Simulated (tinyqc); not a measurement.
Thermodynamics of metal silicides: hull, first phase, silicon consumed, nucleation and stability against SiO2: one step, computed by the program tinyqc.

Entropies of formation of the solids are neglected, so heats stand for free energies. Si fractions: M2Si 0.3333, MSi 0.5000, MSi2 0.6667.

Problem. Which phases are stable. A phase is stable if it lies below every straight line between a phase on its left and one on its right (M and Si at zero). Distance = its heat less the lowest such line, negative for a stable phase.

Inputs (values chosen for the exercise, of the order of those of nickel silicides for heats and volumes only): heat of formation of M2Si = -45.9 kJ/mol atoms; heat of formation of MSi = -41.8 kJ/mol atoms; heat of formation of MSi2 = -29.6 kJ/mol atoms.

Phases: M2Si, MSi, MSi2.

Give: distance to the lowest tie line.

Solution.

distance to the lowest tie line (kJ/mol atoms): M2Si -18.033, MSi -4.050, MSi2 -1.733

All three are stable.
